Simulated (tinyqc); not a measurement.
# Critical temperature from a phonon spectrum: McMillan, Allen-Dynes and the linearised Eliashberg equation, step by step

A worked calculation. Computed by tinyqc, a small Python program that keeps every step. Command: `OMP_NUM_THREADS=1 python tinyqc.py 3012483 3012484 out.jsonl eliashberg walk`. One thread of a shared host (Intel(R) Xeon(R) Processor @ 2.30GHz), about 0.01 s of CPU time with the checks. Intermediate numbers are printed to about 7 digits and carried at full precision; extremes and crossings named in words are read from the listed rows.

alpha^2 F(omega) = sum_i (lambda_i omega_i/2) delta(omega - omega_i), so that lambda = 2 int alpha^2 F/omega d omega = sum_i lambda_i.

Inputs (values chosen for the exercise, for a model metal):

| quantity | value | unit |
|---|---|---|
| peak energy omega_1 | 24 | meV |
| coupling lambda_1 | 0.263 | - |
| peak energy omega_2 | 59.2 | meV |
| coupling lambda_2 | 0.96 | - |
| peak energy omega_3 | 108 | meV |
| coupling lambda_3 | 1.14 | - |
| Coulomb pseudopotential mu* | 0.12 | - |
| trial temperature | 61.3 | K |
| Matsubara points N in the small matrix | 5 | - |

Peaks in alpha^2 F: three.

Constants: k_B = 8.617333262e-05 eV/K.

## Moments of the spectrum

omega_log = exp(sum lambda_i ln omega_i / lambda); omega_rms = sqrt(sum lambda_i omega_i^2 / lambda).

lambda = 2.363

omega_log = 71.55592 meV

omega_rms = 84.35085 meV

## McMillan and Allen-Dynes

McMillan form: k_B T_c = (omega_log/1.2) exp[-1.04 (1 + lambda)/(lambda - mu* (1 + 0.62 lambda))]. Allen-Dynes multiplies it by f1 f2: f1 = [1 + (lambda/L1)^(3/2)]^(1/3), L1 = 2.46 (1 + 3.8 mu*); f2 = 1 + (omega_rms/omega_log - 1) lambda^2/(lambda^2 + L2^2), L2 = 1.82 (1 + 6.3 mu*) omega_rms/omega_log.

T_c, McMillan form = 127.4386 K

f1 = 1.153764

f2 = 1.050485

T_c, Allen-Dynes = 154.4571 K

The two corrections raise T_c by 21.2 %. Caution: for lambda above about 1.5 the plain McMillan form saturates and falls short. Caution: a phonon-mediated T_c this high is known only in hydrides under high pressure.

## The small kernel at the trial temperature

Linearised Eliashberg equation at omega_n = (2n + 1) pi k_B T, n = 0..N-1: lambda(j) = sum_i lambda_i omega_i^2/(omega_i^2 + (2 pi j k_B T)^2); K_mn = lambda(m - n) + lambda(m + n + 1) - 2 mu*(N) - delta_mn [2m + 1 + lambda(0) + 2 sum_(j=1..m) lambda(j)], with 1/mu*(N) = 1/mu* + ln(omega_rms/omega_N), omega_N = (2N + 1) pi k_B T. T_c is where the largest eigenvalue rho of K is zero.

lambda(j), j = 0, 1, ...: 2.363000  1.862335  1.283107  0.881376  0.621527  0.452934  0.340804  0.263872  0.209421  0.169758

mu*(N) = 0.1322523

K, lower triangle (symmetric):
```
         1         2          3          4          5
1  0.59783
2  2.88094  -6.10780
3  1.89998   2.21936  -11.10245
4  1.23840   1.47154    1.93863  -15.05427
5  0.80996   0.95768    1.28247    1.80725  -18.39144
```

## Largest eigenvalue of the small kernel

K is the kernel of the linearised Eliashberg equation on the Matsubara points omega_n = (2n + 1) pi k_B T; T_c is where its largest eigenvalue rho is zero. Diagonalise K; at rho = 0 the eigenvector c is the gap function Delta_n/omega_n up to a factor; away from it Delta_n/Delta_0 = (2n + 1) c_n/c_0 is only an estimate.

largest eigenvalue rho = 2.525847

Delta_n/Delta_0: 1.000000  1.284511  1.186154  0.988320  0.765620

rho > 0: in this small matrix the trial temperature lies below T_c.

## Critical temperature from the full kernel

N is the smallest integer at or above 8 omega_max/(2 pi k_B T_AD), omega_max the highest peak and T_AD the Allen-Dynes value.

N used = 11

T_c, Eliashberg = 157.9931 K

k_B T_c/omega_log = 0.1902679

Allen-Dynes/Eliashberg = 0.9776193

McMillan/Eliashberg = 0.8066086

## Scaling the whole coupling

All lambda_i are multiplied by s. The last column is the large-lambda limit for mu* = 0, k_B T_c = 0.1827 omega_rms sqrt(lambda).

T_c (K):

| s | lambda | McMillan | Allen-Dynes | Eliashberg | large-lambda limit |
|---|---|---|---|---|---|
| 0.6 | 1.4178 | 83.9835 | 92.4518 | 90.5524 | 212.9426 |
| 0.8 | 1.8904 | 109.4089 | 126.2944 | 127.0794 | 245.8850 |
| 1.0 | 2.3630 | 127.4386 | 154.4571 | 157.9931 | 274.9078 |
| 1.3 | 3.0719 | 146.1400 | 190.2623 | 197.3585 | 313.4431 |
| 1.7 | 4.0171 | 162.3012 | 230.7395 | 241.4911 | 358.4359 |
| 2.3 | 5.4349 | 177.0992 | 282.0459 | 296.2073 | 416.9183 |
| 3.2 | 7.5616 | 189.6484 | 346.0970 | 363.7777 | 491.7700 |

McMillan/Eliashberg runs from 0.93 at lambda = 1.42 to 0.52 at 7.56: the exponential form levels off at large lambda, while the true T_c keeps rising (exponent 0.62 between the last rows, tending to 1/2). Allen-Dynes stays within about 5 % over the table. The last row reaches 74 % of the mu* = 0 limit; with mu* above zero T_c stays below that line at any lambda.

## Isotope exponent

T_c ~ M^(-a). All omega_i scale as M^(-1/2) at fixed lambda, but mu* = mu/(1 + mu ln(E_F/omega)) changes: d mu*/d ln omega = mu*^2. In the McMillan form a = (1/2) [1 - 1.04 (1 + lambda)(1 + 0.62 lambda) mu*^2/(lambda - mu* (1 + 0.62 lambda))^2].

isotope exponent a = 0.4854736

The exponent is close to the BCS value 1/2.

Checks made by the program: one-point kernel at mu* = 0: rho = lambda(1) - 1 (relative difference below 1e-10); T_c against the Allen-Dynes fit (relative difference 2e-02).
